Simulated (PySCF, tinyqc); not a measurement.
RHF in the 6-31g basis, for H4, spin multiplicity 1, step by step (part 1 of 2). The lowest restricted solution is unstable here: a spin-polarised one lies 0.0187 hartree lower (PySCF). Computed by tinyqc, a small Python program that keeps every step (integrals from PySCF). Settings: charge = 0, multiplicity = 1, basis = 6-31g, energy threshold = 1e-10, iteration cap = 67, orthogonalisation = canonical, start = Wolfsberg-Helmholz matrix, DIIS depth = 8, DIIS from iteration = 2, method = RHF. Command: `OMP_NUM_THREADS=1 python tinyqc.py 20799 20800 out.jsonl` (the two numbers bound the seeds that draw the settings). One thread of a shared host (Intel(R) Xeon(R) Processor @ 2.60GHz), about 0.06 s of CPU time with the checks. Later iterations appear only in the table of the cycle.

## One-electron integrals

Geometry (angstrom):
```
atom        x        y        z
H     0.00000  0.00000  0.00000
H     0.00000  0.00000  1.24200
H     0.00000  0.00000  2.32200
H     0.00000  0.00000  3.56400
```

Basis 6-31g: exponents (1/bohr^2) and contraction coefficients of normalised primitives:
```
element  l (shell)  exponent  coefficient
H            s (1)  18.73114      0.03349
H            s (1)   2.82539      0.23473
H            s (1)   0.64012      0.81376
H            s (2)   0.16128      1.00000
```

Overlap, kinetic and nuclear-attraction integrals over the contracted functions; the nuclear repulsion is the sum of Za Zb / Rab.

nuclear repulsion = 1.9463889 hartree

overlap S:
```
         1H 1s    1H 2s    2H 1s    2H 2s    3H 1s    3H 2s    4H 1s    4H 2s
1H 1s  1.00000  0.65829  0.12872  0.31926  0.00141  0.05282  0.00000  0.00177
1H 2s  0.65829  1.00000  0.31926  0.64133  0.05282  0.21169  0.00177  0.02579
2H 1s  0.12872  0.31926  1.00000  0.65829  0.20534  0.38082  0.00141  0.05282
2H 2s  0.31926  0.64133  0.65829  1.00000  0.38082  0.71471  0.05282  0.21169
3H 1s  0.00141  0.05282  0.20534  0.38082  1.00000  0.65829  0.12872  0.31926
3H 2s  0.05282  0.21169  0.38082  0.71471  0.65829  1.00000  0.31926  0.64133
4H 1s  0.00000  0.00177  0.00141  0.05282  0.12872  0.31926  1.00000  0.65829
4H 2s  0.00177  0.02579  0.05282  0.21169  0.31926  0.64133  0.65829  1.00000
```

kinetic energy T (hartree):
```
          1H 1s     1H 2s     2H 1s     2H 2s     3H 1s     3H 2s     4H 1s     4H 2s
1H 1s   1.39568   0.25974  -0.04160   0.06493  -0.00427  -0.01407   0.00000  -0.00202
1H 2s   0.25974   0.24192   0.06493   0.10920  -0.01407  -0.00180  -0.00202  -0.00897
2H 1s  -0.04160   0.06493   1.39568   0.25974  -0.00534   0.09514  -0.00427  -0.01407
2H 2s   0.06493   0.10920   0.25974   0.24192   0.09514   0.13418  -0.01407  -0.00180
3H 1s  -0.00427  -0.01407  -0.00534   0.09514   1.39568   0.25974  -0.04160   0.06493
3H 2s  -0.01407  -0.00180   0.09514   0.13418   0.25974   0.24192   0.06493   0.10920
4H 1s   0.00000  -0.00202  -0.00427  -0.01407  -0.04160   0.06493   1.39568   0.25974
4H 2s  -0.00202  -0.00897  -0.01407  -0.00180   0.06493   0.10920   0.25974   0.24192
```

nuclear attraction V (hartree):
```
          1H 1s     1H 2s     2H 1s     2H 2s     3H 1s     3H 2s     4H 1s     4H 2s
1H 1s  -2.45563  -1.26982  -0.28051  -0.63483  -0.00337  -0.10534   0.00000  -0.00356
1H 2s  -1.26982  -1.41788  -0.69836  -1.02780  -0.11829  -0.35984  -0.00356  -0.04491
2H 1s  -0.28051  -0.69836  -2.79677  -1.49183  -0.50616  -0.86614  -0.00337  -0.11829
2H 2s  -0.63483  -1.02780  -1.49183  -1.70982  -0.86614  -1.24461  -0.10534  -0.35984
3H 1s  -0.00337  -0.11829  -0.50616  -0.86614  -2.79677  -1.49183  -0.28051  -0.69836
3H 2s  -0.10534  -0.35984  -0.86614  -1.24461  -1.49183  -1.70982  -0.63483  -1.02780
4H 1s   0.00000  -0.00356  -0.00337  -0.10534  -0.28051  -0.63483  -2.45563  -1.26982
4H 2s  -0.00356  -0.04491  -0.11829  -0.35984  -0.69836  -1.02780  -1.26982  -1.41788
```

core Hamiltonian H = T + V (hartree):
```
          1H 1s     1H 2s     2H 1s     2H 2s     3H 1s     3H 2s     4H 1s     4H 2s
1H 1s  -1.05995  -1.01008  -0.32211  -0.56990  -0.00764  -0.11942   0.00000  -0.00558
1H 2s  -1.01008  -1.17597  -0.63343  -0.91860  -0.13237  -0.36164  -0.00558  -0.05389
2H 1s  -0.32211  -0.63343  -1.40109  -1.23209  -0.51150  -0.77100  -0.00764  -0.13237
2H 2s  -0.56990  -0.91860  -1.23209  -1.46790  -0.77100  -1.11043  -0.11942  -0.36164
3H 1s  -0.00764  -0.13237  -0.51150  -0.77100  -1.40109  -1.23209  -0.32211  -0.63343
3H 2s  -0.11942  -0.36164  -0.77100  -1.11043  -1.23209  -1.46790  -0.56990  -0.91860
4H 1s   0.00000  -0.00558  -0.00764  -0.11942  -0.32211  -0.56990  -1.05995  -1.01008
4H 2s  -0.00558  -0.05389  -0.13237  -0.36164  -0.63343  -0.91860  -1.01008  -1.17597
```

## Two-electron integrals

Functions are numbered as in S; the eight-fold symmetry (ij|kl) = (ji|kl) = (kl|ij) leaves the list below.

Two-electron integrals (ij|kl) in chemists' order, unique and non-zero (hartree):
```
(11|11) 1.07657    (21|11) 0.57847    (21|21) 0.32942    (22|11) 0.58740
(22|21) 0.36130    (22|22) 0.45315    (31|11) 0.09429    (31|21) 0.05625
(31|22) 0.06607    (31|31) 0.01509    (32|11) 0.15965    (32|21) 0.10150
(32|22) 0.13514    (32|31) 0.03062    (32|32) 0.07649    (33|11) 0.42437
(33|21) 0.27661    (33|22) 0.39003    (33|31) 0.09429    (33|32) 0.26916
(33|33) 1.07657    (41|11) 0.26916    (41|21) 0.15474    (41|22) 0.17230
(41|31) 0.03062    (41|32) 0.05700    (41|33) 0.15965    (41|41) 0.07649
(42|11) 0.33454    (42|21) 0.20874    (42|22) 0.27047    (42|31) 0.04736
(42|32) 0.10735    (42|33) 0.33454    (42|41) 0.10735    (42|42) 0.18638
(43|11) 0.27661    (43|21) 0.17915    (43|22) 0.25044    (43|31) 0.05625
(43|32) 0.15474    (43|33) 0.57847    (43|41) 0.10150    (43|42) 0.20874
(43|43) 0.32942    (44|11) 0.39003    (44|21) 0.25044    (44|22) 0.34829
(44|31) 0.06607    (44|32) 0.17230    (44|33) 0.58740    (44|41) 0.13514
(44|42) 0.27047    (44|43) 0.36130    (44|44) 0.45315    (51|11) 0.00064
(51|21) 0.00041    (51|22) 0.00057    (51|31) 0.00014    (51|32) 0.00036
(51|33) 0.00136    (51|41) 0.00024    (51|42) 0.00047    (51|43) 0.00076
(51|44) 0.00080    (51|51) 1.78e-06   (52|11) 0.01489    (52|21) 0.00979
(52|22) 0.01465    (52|31) 0.00284    (52|32) 0.00896    (52|33) 0.03479
(52|41) 0.00540    (52|42) 0.01274    (52|43) 0.02117    (52|44) 0.02578
(52|51) 4.52e-05   (52|52) 0.00205    (53|11) 0.06133    (53|21) 0.04034
(53|22) 0.06031    (53|31) 0.01222    (53|32) 0.03965    (53|33) 0.16114
(53|41) 0.02249    (53|42) 0.05340    (53|43) 0.09464    (53|44) 0.10841
(53|51) 0.00020    (53|52) 0.00874    (53|53) 0.03894    (54|11) 0.09505
(54|21) 0.06255    (54|22) 0.09444    (54|31) 0.01736    (54|32) 0.05507
(54|33) 0.21080    (54|41) 0.03405    (54|42) 0.08162    (54|43) 0.13223
(54|44) 0.17065    (54|51) 0.00028    (54|52) 0.01452    (54|53) 0.05992
(54|54) 0.10915    (55|11) 0.22790    (55|21) 0.15002    (55|22) 0.22760
(55|31) 0.04031    (55|32) 0.12794    (55|33) 0.48445    (55|41) 0.08086
(55|42) 0.19586    (55|43) 0.31250    (55|44) 0.42456    (55|51) 0.00064
(55|52) 0.04031    (55|53) 0.16114    (55|54) 0.32429    (55|55) 1.07657
(61|11) 0.04031    (61|21) 0.02369    (61|22) 0.02734    (61|31) 0.00537
(61|32) 0.01058    (61|33) 0.03099    (61|41) 0.01224    (61|42) 0.01827
(61|43) 0.01924    (61|44) 0.02434    (61|51) 4.52e-05   (61|52) 0.00102
(61|53) 0.00428    (61|54) 0.00633    (61|55) 0.01489    (61|61) 0.00205
(62|11) 0.08618    (62|21) 0.05514    (62|22) 0.07596    (62|31) 0.01436
(62|32) 0.03678    (62|33) 0.12408    (62|41) 0.02964    (62|42) 0.05824
(62|43) 0.07634    (62|44) 0.09581    (62|51) 0.00017    (62|52) 0.00531
(62|53) 0.02235    (62|54) 0.03490    (62|55) 0.08618    (62|61) 0.00531
(62|62) 0.02031    (63|11) 0.13927    (63|21) 0.09101    (63|22) 0.13127
(63|31) 0.02850    (63|32) 0.08387    (63|33) 0.32429    (63|41) 0.05140
(63|42) 0.11240    (63|43) 0.18602    (63|44) 0.20637    (63|51) 0.00042
(63|52) 0.01343    (63|53) 0.05992    (63|54) 0.08630    (63|55) 0.21080
(63|61) 0.00980    (63|62) 0.04323    (63|63) 0.10915    (64|11) 0.20937
(64|21) 0.13678    (64|22) 0.20039    (64|31) 0.03728    (64|32) 0.10706
(64|33) 0.38334    (64|41) 0.07436    (64|42) 0.16447    (64|43) 0.23842
(64|44) 0.30662    (64|51) 0.00051    (64|52) 0.02049    (64|53) 0.08441
(64|54) 0.14424    (64|55) 0.38334    (64|61) 0.01365    (64|62) 0.06381
(64|63) 0.14424    (64|64) 0.23147    (65|11) 0.15002    (65|21) 0.09875
(65|22) 0.14962    (65|31) 0.02650    (65|32) 0.08317    (65|33) 0.31250
(65|41) 0.05322    (65|42) 0.12772    (65|43) 0.20010    (65|44) 0.27063
(65|51) 0.00041    (65|52) 0.02369    (65|53) 0.09464    (65|54) 0.18602
(65|55) 0.57847    (65|61) 0.00979    (65|62) 0.05514    (65|63) 0.13223
(65|64) 0.23842    (65|65) 0.32942    (66|11) 0.22760    (66|21) 0.14962
(66|22) 0.22500    (66|31) 0.03939    (66|32) 0.11754    (66|33) 0.42456
(66|41) 0.08028    (66|42) 0.18597    (66|43) 0.27063    (66|44) 0.36924
(66|51) 0.00057    (66|52) 0.02734    (66|53) 0.10841    (66|54) 0.20637
(66|55) 0.58740    (66|61) 0.01465    (66|62) 0.07596    (66|63) 0.17065
(66|64) 0.30662    (66|65) 0.36130    (66|66) 0.45315    (71|11) 9.74e-08
(71|21) 6.41e-08   (71|22) 9.59e-08   (71|31) 1.92e-08   (71|32) 6.24e-08
(71|33) 2.52e-07   (71|41) 3.57e-08   (71|42) 8.48e-08   (71|43) 1.49e-07
(71|44) 1.72e-07   (71|52) 1.38e-08   (71|53) 6.14e-08   (71|54) 9.46e-08
(71|55) 2.52e-07   (71|61) 6.78e-09   (71|62) 3.55e-08   (71|63) 9.46e-08
(71|64) 1.34e-07   (71|65) 1.49e-07   (71|66) 1.72e-07   (72|11) 0.00033
(72|21) 0.00021    (72|22) 0.00033    (72|31) 0.00005    (72|32) 0.00016
(72|33) 0.00058    (72|41) 0.00011    (72|42) 0.00027    (72|43) 0.00038
(72|44) 0.00055    (72|51) 7.72e-07   (72|52) 4.59e-05   (72|53) 0.00017
(72|54) 0.00039    (72|55) 0.00123    (72|61) 2.04e-05   (72|62) 0.00011
(72|63) 0.00025    (72|64) 0.00051    (72|65) 0.00074    (72|66) 0.00088
(72|72) 2.24e-06   (73|11) 0.00031    (73|21) 0.00020    (73|22) 0.00031
(73|31) 0.00005    (73|32) 0.00017    (73|33) 0.00064    (73|41) 0.00011
(73|42) 0.00026    (73|43) 0.00041    (73|44) 0.00057    (73|51) 8.41e-07
(73|52) 0.00005    (73|53) 0.00020    (73|54) 0.00042    (73|55) 0.00136
(73|61) 2.01e-05   (73|62) 0.00012    (73|63) 0.00028    (73|64) 0.00051
(73|65) 0.00076    (73|66) 0.00080    (73|72) 1.74e-06   (73|73) 1.78e-06
(74|11) 0.00896    (74|21) 0.00590    (74|22) 0.00896    (74|31) 0.00144
(74|32) 0.00423    (74|33) 0.01489    (74|41) 0.00309    (74|42) 0.00716
(74|43) 0.00979    (74|44) 0.01465    (74|51) 2.01e-05   (74|52) 0.00116
(74|53) 0.00428    (74|54) 0.00980    (74|55) 0.03099    (74|61) 0.00055
(74|62) 0.00299    (74|63) 0.00633    (74|64) 0.01365    (74|65) 0.01924
(74|66) 0.02434    (74|71) 6.78e-09   (74|72) 0.00007    (74|73) 4.52e-05
(74|74) 0.00205    (75|11) 0.02320    (75|21) 0.01527    (75|22) 0.02319
(75|31) 0.00380    (75|32) 0.01132    (75|33) 0.04031    (75|41) 0.00804
(75|42) 0.01885    (75|43) 0.02650    (75|44) 0.03939    (75|51) 0.00005
(75|52) 0.00331    (75|53) 0.01222    (75|54) 0.02850    (75|55) 0.09429
(75|61) 0.00144    (75|62) 0.00800    (75|63) 0.01736    (75|64) 0.03728
(75|65) 0.05625    (75|66) 0.06607    (75|71) 1.92e-08   (75|72) 0.00018
(75|73) 0.00014    (75|74) 0.00537    (75|75) 0.01509    (76|11) 0.05071
(76|21) 0.03338    (76|22) 0.05071    (76|31) 0.00804    (76|32) 0.02325
(76|33) 0.08086    (76|41) 0.01740    (76|42) 0.03995    (76|43) 0.05322
(76|44) 0.08028    (76|51) 0.00011    (76|52) 0.00610    (76|53) 0.02249
(76|54) 0.05140    (76|55) 0.15965    (76|61) 0.00309    (76|62) 0.01639
(76|63) 0.03405    (76|64) 0.07436    (76|65) 0.10150    (76|66) 0.13514
(76|71) 3.57e-08   (76|72) 0.00037    (76|73) 0.00024    (76|74) 0.01224
(76|75) 0.03062    (76|76) 0.07649    (77|11) 0.14848    (77|21) 0.09774
(77|22) 0.14848    (77|31) 0.02320    (77|32) 0.06620    (77|33) 0.22790
(77|41) 0.05071    (77|42) 0.11531    (77|43) 0.15002    (77|44) 0.22760
(77|51) 0.00031    (77|52) 0.01664    (77|53) 0.06133    (77|54) 0.13927
(77|55) 0.42437    (77|61) 0.00896    (77|62) 0.04658    (77|63) 0.09505
(77|64) 0.20937    (77|65) 0.27661    (77|66) 0.39003    (77|71) 9.74e-08
(77|72) 0.00114    (77|73) 0.00064    (77|74) 0.04031    (77|75) 0.09429
(77|76) 0.26916    (77|77) 1.07657    (81|11) 0.00114    (81|21) 0.00069
(81|22) 0.00085    (81|31) 0.00018    (81|32) 0.00039    (81|33) 0.00123
(81|41) 0.00037    (81|42) 0.00061    (81|43) 0.00074    (81|44) 0.00088
(81|51) 1.74e-06   (81|52) 4.00e-05   (81|53) 0.00017    (81|54) 0.00025
(81|55) 0.00058    (81|61) 0.00007    (81|62) 0.00019    (81|63) 0.00039
(81|64) 0.00051    (81|65) 0.00038    (81|66) 0.00055    (81|72) 7.63e-07
(81|73) 7.72e-07   (81|74) 2.04e-05   (81|75) 0.00005    (81|76) 0.00011
(81|77) 0.00033    (81|81) 2.24e-06   (82|11) 0.00755    (82|21) 0.00494
(82|22) 0.00723    (82|31) 0.00135    (82|32) 0.00386    (82|33) 0.01383
(82|41) 0.00268    (82|42) 0.00593    (82|43) 0.00860    (82|44) 0.01106
(82|51) 1.86e-05   (82|52) 0.00074    (82|53) 0.00305    (82|54) 0.00520
(82|55) 0.01383    (82|61) 0.00049    (82|62) 0.00230    (82|63) 0.00520
(82|64) 0.00835    (82|65) 0.00860    (82|66) 0.01106    (82|72) 1.86e-05
(82|73) 1.86e-05   (82|74) 0.00049    (82|75) 0.00135    (82|76) 0.00268
(82|77) 0.00755    (82|81) 1.86e-05   (82|82) 0.00030    (83|11) 0.01664
(83|21) 0.01093    (83|22) 0.01615    (83|31) 0.00331    (83|32) 0.01027
(83|33) 0.04031    (83|41) 0.00610    (83|42) 0.01404    (83|43) 0.02369
(83|44) 0.02734    (83|51) 0.00005    (83|52) 0.00199    (83|53) 0.00874
(83|54) 0.01343    (83|55) 0.03479    (83|61) 0.00116    (83|62) 0.00567
(83|63) 0.01452    (83|64) 0.02049    (83|65) 0.02117    (83|66) 0.02578
(83|71) 1.38e-08   (83|72) 4.00e-05   (83|73) 4.52e-05   (83|74) 0.00102
(83|75) 0.00284    (83|76) 0.00540    (83|77) 0.01489    (83|81) 4.59e-05
(83|82) 0.00074    (83|83) 0.00205    (84|11) 0.04658    (84|21) 0.03063
(84|22) 0.04616    (84|31) 0.00800    (84|32) 0.02390    (84|33) 0.08618
(84|41) 0.01639    (84|42) 0.03807    (84|43) 0.05514    (84|44) 0.07596
(84|51) 0.00012    (84|52) 0.00567    (84|53) 0.02235    (84|54) 0.04323
(84|55) 0.12408    (84|61) 0.00299    (84|62) 0.01561    (84|63) 0.03490
(84|64) 0.06381    (84|65) 0.07634    (84|66) 0.09581    (84|71) 3.55e-08
(84|72) 0.00019    (84|73) 0.00017    (84|74) 0.00531    (84|75) 0.01436
(84|76) 0.02964    (84|77) 0.08618    (84|81) 0.00011    (84|82) 0.00230
(84|83) 0.00531    (84|84) 0.02031    (85|11) 0.06620    (85|21) 0.04358
(85|22) 0.06613    (85|31) 0.01132    (85|32) 0.03483    (85|33) 0.12794
(85|41) 0.02325    (85|42) 0.05543    (85|43) 0.08317    (85|44) 0.11754
(85|51) 0.00017    (85|52) 0.01027    (85|53) 0.03965    (85|54) 0.08387
(85|55) 0.26916    (85|61) 0.00423    (85|62) 0.02390    (85|63) 0.05507
(85|64) 0.10706    (85|65) 0.15474    (85|66) 0.17230    (85|71) 6.24e-08
(85|72) 0.00039    (85|73) 0.00036    (85|74) 0.01058    (85|75) 0.03062
(85|76) 0.05700    (85|77) 0.15965    (85|81) 0.00016    (85|82) 0.00386
(85|83) 0.00896    (85|84) 0.03678    (85|85) 0.07649    (86|11) 0.11531
(86|21) 0.07590    (86|22) 0.11513    (86|31) 0.01885    (86|32) 0.05543
(86|33) 0.19586    (86|41) 0.03995    (86|42) 0.09255    (86|43) 0.12772
(86|44) 0.18597    (86|51) 0.00026    (86|52) 0.01404    (86|53) 0.05340
(86|54) 0.11240    (86|55) 0.33454    (86|61) 0.00716    (86|62) 0.03807
(86|63) 0.08162    (86|64) 0.16447    (86|65) 0.20874    (86|66) 0.27047
(86|71) 8.48e-08   (86|72) 0.00061    (86|73) 0.00047    (86|74) 0.01827
(86|75) 0.04736    (86|76) 0.10735    (86|77) 0.33454    (86|81) 0.00027
(86|82) 0.00593    (86|83) 0.01274    (86|84) 0.05824    (86|85) 0.10735
(86|86) 0.18638    (87|11) 0.09774    (87|21) 0.06434    (87|22) 0.09774
(87|31) 0.01527    (87|32) 0.04358    (87|33) 0.15002    (87|41) 0.03338
(87|42) 0.07590    (87|43) 0.09875    (87|44) 0.14962    (87|51) 0.00020
(87|52) 0.01093    (87|53) 0.04034    (87|54) 0.09101    (87|55) 0.27661
(87|61) 0.00590    (87|62) 0.03063    (87|63) 0.06255    (87|64) 0.13678
(87|65) 0.17915    (87|66) 0.25044    (87|71) 6.41e-08   (87|72) 0.00069
(87|73) 0.00041    (87|74) 0.02369    (87|75) 0.05625    (87|76) 0.15474
(87|77) 0.57847    (87|81) 0.00021    (87|82) 0.00494    (87|83) 0.00979
(87|84) 0.05514    (87|85) 0.10150    (87|86) 0.20874    (87|87) 0.32942
(88|11) 0.14848    (88|21) 0.09774    (88|22) 0.14846    (88|31) 0.02319
(88|32) 0.06613    (88|33) 0.22760    (88|41) 0.05071    (88|42) 0.11513
(88|43) 0.14962    (88|44) 0.22500    (88|51) 0.00031    (88|52) 0.01615
(88|53) 0.06031    (88|54) 0.13127    (88|55) 0.39003    (88|61) 0.00896
(88|62) 0.04616    (88|63) 0.09444    (88|64) 0.20039    (88|65) 0.25044
(88|66) 0.34829    (88|71) 9.59e-08   (88|72) 0.00085    (88|73) 0.00057
(88|74) 0.02734    (88|75) 0.06607    (88|76) 0.17230    (88|77) 0.58740
(88|81) 0.00033    (88|82) 0.00723    (88|83) 0.01465    (88|84) 0.07596
(88|85) 0.13514    (88|86) 0.27047    (88|87) 0.36130    (88|88) 0.45315
```

## Orthogonalisation

S = U s U^T; canonical form X = U s^(-1/2), so that X^T S X = 1. Each column of U has its largest component positive (the first on a tie).

eigenvalues of S: 0.04918  0.19670  0.32569  0.41008  0.76270  1.19522  1.91660  3.14383

X:
```
              1         2         3         4         5         6         7        8
1H 1s   0.14496  -0.60274   0.81114   0.57843  -0.36221   0.45691   0.31036  0.11532
1H 2s  -1.24575   1.09809  -0.79178  -0.38777  -0.06617   0.28671   0.33584  0.18092
2H 1s  -0.64404   0.52980   0.40416   0.71126   0.70566  -0.32060   0.15595  0.19082
2H 2s   2.86004  -0.83198  -0.29497  -0.47793   0.14844  -0.15676   0.16567  0.27676
3H 1s   0.64404   0.52980  -0.40416   0.71126  -0.70566  -0.32060  -0.15595  0.19082
3H 2s  -2.86004  -0.83198   0.29497  -0.47793  -0.14844  -0.15676  -0.16567  0.27676
4H 1s  -0.14496  -0.60274  -0.81114   0.57843   0.36221   0.45691  -0.31036  0.11532
4H 2s   1.24575   1.09809   0.79178  -0.38777   0.06617   0.28671  -0.33584  0.18092
```

## Starting guess

The start is the generalised Wolfsberg-Helmholz matrix (K = 1.75) built on H; D = 2 C_occ C_occ^T.

D at the start:
```
          1H 1s     1H 2s     2H 1s     2H 2s     3H 1s     3H 2s     4H 1s     4H 2s
1H 1s   0.08202   0.13082   0.12121   0.09726  -0.11554  -0.08876  -0.08187  -0.12895
1H 2s   0.13082   0.21748   0.22273   0.20002  -0.15254  -0.09484  -0.12895  -0.19427
2H 1s   0.12121   0.22273   0.27713   0.29339  -0.06487   0.02467  -0.11554  -0.15254
2H 2s   0.09726   0.20002   0.29339   0.34387   0.02467   0.13273  -0.08876  -0.09484
3H 1s  -0.11554  -0.15254  -0.06487   0.02467   0.27713   0.29339   0.12121   0.22273
3H 2s  -0.08876  -0.09484   0.02467   0.13273   0.29339   0.34387   0.09726   0.20002
4H 1s  -0.08187  -0.12895  -0.11554  -0.08876   0.12121   0.09726   0.08202   0.13082
4H 2s  -0.12895  -0.19427  -0.15254  -0.09484   0.22273   0.20002   0.13082   0.21748
```
